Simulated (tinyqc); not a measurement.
Propagation of a band-gap error through k.p and effective-mass formulas: one step. Masses, g factor and screening for both gaps.

Chain, for a gap E (the reference Eg or another value), with Ep and Dso kept: 1/me = 1 + Ep (E + 2 Dso/3)/(E (E + Dso)); g* = 2 - 2 Ep Dso/(3 E (E + Dso)); g1(E) = g1 + (Ep/3)(1/E - 1/Eg), g2(E) = g2 + (Ep/6)(1/E - 1/Eg), light hole 1/(g1 + 2 g2), heavy hole 1/(g1 - 2 g2) along [100]; optical constant ei(E) = 1 + (ei - 1)(EP/(EP + E - Eg))^2, static e0(E) = ei(E) + e0 - ei.

Parameters, chosen for this exercise (reference values near those of InP, gap at low temperature; not measured data): Eg = 1.418 eV (gap at Gamma to the s-like level); Dso = 0.108 eV (spin-orbit splitting); Ep = 21 eV (Kane energy); g1 = 5.07 (Luttinger gamma1); g2 = 1.6 (gamma2); e0 = 12.64 (static dielectric constant); ei = 9.63 (optical dielectric constant); EP = 5.35 eV (mean (Penn) gap); Eg2 = 1.645 eV (a wrong gap, of the size a hybrid functional can give).

Task: Evaluate the chain at Eg and at Eg2.

Give: Band values at the two gaps.

Result:

Band values at the two gaps:

| quantity | at Eg | at Eg2 | ratio |
|---|---|---|---|
| me | 0.06468 | 0.07405 | 1.145 |
| g* | 1.301 | 1.476 | - |
| g1 | 5.070 | 4.389 | 0.866 |
| g2 | 1.600 | 1.259 | 0.787 |
| light hole | 0.1209 | 0.1448 | 1.197 |
| heavy hole | 0.5348 | 0.5348 | 1.000 |
| ei | 9.630 | 8.942 | 0.929 |
| e0 | 12.64 | 11.95 | 0.946 |

The gap is off by a factor of 1.16; the electron mass follows with 1.14 and the light hole with 1.20, while the heavy hole, which does not couple to the conduction level, keeps its value. The optical constant changes less, by -7 %, as it answers to the mean gap, which shifts by the same +0.23 eV on a base of 5.35 eV. g* moves by +0.17; remote bands, left out here, shift it by tenths or, where it is large, by some per cent.

Run: tinyqc, `OMP_NUM_THREADS=1 python tinyqc.py 1850769 1850770 out.jsonl`; Intel(R) Xeon(R) Processor @ 2.30GHz, one thread, shared host; about 0.01 s of CPU time with all checks.
